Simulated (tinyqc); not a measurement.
Bloch-Grueneisen resistivity of a metal. Inputs raised by 5 %, one at a time. Computed by tinyqc, a small Python program. Command: `OMP_NUM_THREADS=1 python tinyqc.py 3030453 3030454 out.jsonl bg sens`. One thread of a shared host (Intel(R) Xeon(R) Processor @ 2.30GHz), about 0.01 s of CPU time with the checks.

Electrons scatter from a Debye spectrum of phonons (n = 5 for scattering within one band, n = 3 for scattering into a second, heavy band) and from static defects.

Inputs (values chosen for the exercise, modelled on iridium):
```
quantity                      value         unit
exponent n                        3            -
Debye temperature Theta         303            K
transport coupling lambda_tr   0.38            -
Drude plasma energy hbar w_p      9           eV
residual resistivity rho_0     0.01  microohm cm
temperature T                   200            K
saturation resistivity          110  microohm cm
```

Addition: saturation.

Constants: k_B = 1.380649e-23 J/K; hbar = 1.054571817e-34 J s; eps_0 = 8.8541878128e-12 F/m; hbar = 6.582119569e-16 eV s; k_B = 8.617333262e-05 eV/K.

Method:
- rho_ph = (n - 1) rho_1 (T/Theta)^n J_n(Theta/T), with rho_1 = 2 pi lambda_tr k_B Theta/(hbar eps_0 w_p^2), the high-temperature line at T = Theta.
- J_n(y) = int_0^y x^n e^x/(e^x - 1)^2 dx, by 96 Gauss-Legendre points (upper limit at most 60).
- Parallel-resistor saturation: 1/rho = 1/(rho_0 + rho_ph) + 1/rho_sat.
- Temperature coefficient (1/rho) d rho/dT by a central difference of +/- 0.5 K; residual ratio rho(295 K)/rho(4.2 K); scattering time tau = 1/(eps_0 w_p^2 rho); Wiedemann-Franz kappa = L_0 T/rho, L_0 = (pi^2/3)(k_B/e)^2.

Runs; columns: (1) input moved; (2) from; (3) to; (4) temperature coefficient (1e-3/K); (5) residual resistance ratio; (6) phonon resistivity rho_ph (microohm cm); (7) Wiedemann-Franz conductivity (W/(m K)):
```
(1)                                        (2)     (3)    (4)    (5)    (6)    (7)
base run                                     -       -  5.708  498.7  3.441  146.0
Debye temperature Theta (K)                303  318.15  5.794  497.6  3.410  147.3
transport coupling lambda_tr              0.38   0.399  5.700  521.8  3.613  139.3
Drude plasma energy hbar w_p (eV)            9    9.45  5.722  455.3  3.121  160.5
residual resistivity rho_0 (microohm cm)  0.01  0.0105  5.707  475.5  3.441  146.0
temperature T (K)                          200     210  5.354  498.7  3.644  145.1
saturation resistivity (microohm cm)       110   115.5  5.716  499.8  3.441  145.8
```

Exponents ln(y'/y) / ln(x'/x):
```
input                         temperature coefficient  residual resistance ratio  phonon resistivity rho_ph  Wiedemann-Franz conductivity
Debye temperature Theta                         0.305                     -0.045                     -0.189                         0.183
transport coupling lambda_tr                   -0.028                      0.929                      1.000                        -0.966
Drude plasma energy hbar w_p                    0.052                     -1.867                     -2.000                         1.936
residual resistivity rho_0                     -0.003                     -0.977                      0.000                        -0.003
temperature T                                  -1.312                      0.000                      1.173                        -0.133
saturation resistivity                          0.030                      0.045                      0.000                        -0.030
```

Which inputs matter most for each result?

Among the inputs moved here: temperature coefficient answers most in size to temperature T (exponent -1.312), next to Debye temperature Theta (+0.305). Residual resistance ratio answers most in size to Drude plasma energy hbar w_p (exponent -1.867), next to residual resistivity rho_0 (-0.977); its exponent is below 0.0005 for temperature T. Its exponent -0.977 in residual resistivity rho_0: a clean metal, where the ratio is rho(295 K)/rho_0. Phonon resistivity rho_ph answers most in size to Drude plasma energy hbar w_p (exponent -2.000), next to temperature T (+1.173); its exponent is below 0.0005 for residual resistivity rho_0, saturation resistivity. Its exponent +1.000 in transport coupling lambda_tr: the rate is proportional to the coupling. Its exponent -2.000 in Drude plasma energy hbar w_p: rho = 1/(eps_0 w_p^2 tau). Wiedemann-Franz conductivity answers most in size to Drude plasma energy hbar w_p (exponent +1.936), next to transport coupling lambda_tr (-0.966).
